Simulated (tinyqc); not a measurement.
Active against total: solid solubility of a dopant against its melt (retrograde solidus), clustering and the electrically active fraction. Computed by tinyqc, a small Python program. Command: `OMP_NUM_THREADS=1 python tinyqc.py 3025110 3025111 out.jsonl retro walk`. One thread of a shared host (Intel(R) Xeon(R) Processor @ 2.30GHz), about 0.01 s of CPU time with the checks.

Inputs (values chosen for the exercise, of the order of those of tin in silicon for the solubility):
```
quantity                                       value            unit
atoms per cluster m                                3               -
cluster scale N* at 1273 K                   2.3e+20          1/cm^3
activation energy E_b of the cluster scale      0.54              eV
anneal temperature T_a                          1100               K
prefactor of n_i                            3.98e+16  1/(cm^3 K^1.5)
energy E_i in n_i                              0.605              eV
```

Clustering: clusters that take up free electrons.

Constants: k_B = 8.617333262e-05 eV/K.

Method. A highly soluble donor (another dopant than that of the solidus) is limited by clustering. Donors N_a are active, and clusters hold m atoms each: N_t = N_a + m C, m C = N* (N_a/N*)^m (n/N*)^m, each atom taking one electron, n = N_a/2 + sqrt(N_a^2/4 + n_i^2), n_i = prefactor x T^1.5 exp(-E_i/(k_B T)), with N*(T) = N*(1273 K) exp[-(E_b/k_B)(1/T - 1/1273)].

Active density (1/cm^3):
```
N_t (1/cm^3)  N_a at T_a  fraction  N_a at T_a + 150 K  N_a at T_a - 150 K
1.00e+19      9.9999e+18   0.99999          1.0000e+19          9.9932e+18
3.00e+19      2.9945e+19   0.99817          2.9998e+19          2.7252e+19
1.00e+20      8.0162e+19   0.80162          9.7830e+19          4.4925e+19
2.00e+20      1.0423e+20   0.52116          1.5953e+20          5.2918e+19
5.00e+20      1.3055e+20   0.26110          2.2026e+20          6.3440e+19
1.00e+21      1.5000e+20   0.15000          2.5911e+20          7.1938e+19
2.00e+21      1.7045e+20   0.08523          2.9767e+20          8.1197e+19
5.00e+21      2.0018e+20   0.04004          3.5194e+20          9.4946e+19
```

What follows from these numbers?

The exponent d ln N_a/d ln N_t falls from 1.00 to 0.18, towards 1/(2m) = 0.167. At the highest dose a 150 K hotter anneal gives 1.76 times the active density, and a later step 150 K cooler would cut it to 0.47 if it ran to equilibrium: short hot anneals come last.

Extremes, crossings and ranges named in words are read from the listed rows.
